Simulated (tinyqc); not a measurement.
Kink density above f_c: Frenkel-Kontorova chain: a misfit dislocation (kink) in a monolayer on a periodic substrate. Computed by tinyqc, a small Python program. Command: `OMP_NUM_THREADS=1 python tinyqc.py 3011375 3011376 out.jsonl fkchain walk`. One thread of a shared host (Intel(R) Xeon(R) Processor @ 2.30GHz), about 0.02 s of CPU time with the checks.

E = sum_j [(k/2)(x_(j+1) - x_j - b)^2 + (W/2)(1 - cos(2 pi x_j/a))], x_j = a (j + u_j). A kink takes u from 0 to 1: the chain is stretched by one period and has one atom fewer than wells.

Inputs (values chosen for the exercise, for a model overlayer):
```
quantity              value           unit
spring constant k      6.08  eV/angstrom^2
substrate period a     3.52       angstrom
corrugation W          3.12             eV
misfit f = (b - a)/a   0.23              -
atomic mass M          54.2              u
```

Constants: nu for 1 eV/(angstrom^2 u) = 15.6333042 THz.

Method. l0 = sqrt(k a^2/(2 W)); kink u(j) = (2/pi) arctan exp(pi j/l0); kink energy at f = 0: E0 = (4/pi) W l0; with misfit E0 - k a^2 f; kinks become favourable at f_c = 2/(pi l0), and a coherent chain with free ends loses stability at f_m = 1/l0. Lowest vibration of the flat chain: nu0 = 15.6333042 THz x sqrt(2 pi^2 W/(a^2 M)). Frank and van der Merwe: the modulus q solves f = 2 E(q)/(pi l0 q), and the kinks per atom are pi/(2 l0 q K(q)), with the complete elliptic integrals K and E; strain left = f - density (for f above f_c = 2/(pi l0)).

critical misfit f_c = 0.183222

kink width l0 = 3.47458

Continuum ground state:
```
f             q  kinks per atom  strain left
0.1841  0.99905         0.10013     0.083967
0.1869  0.99526         0.12198     0.064916
0.1924  0.98666         0.14246     0.049941
0.2015  0.97082         0.16391     0.037589
0.2199  0.93615         0.19482     0.025079
0.2565  0.86549         0.24240     0.014099
0.3115  0.76730         0.30408     0.007419
0.4031  0.63530         0.39978     0.003325
```

What does the comparison show, and why?

0.48 % above f_c the density is already 0.54 of f: kinks repel only exponentially, so they flood in, as 1/|ln(f - f_c)|. At 2.2 f_c they take up 99.2 % of the misfit and the layer floats nearly free. Caution: a corrugation above 1 eV is larger than real overlayers usually show; it is chosen to keep the kink narrow.
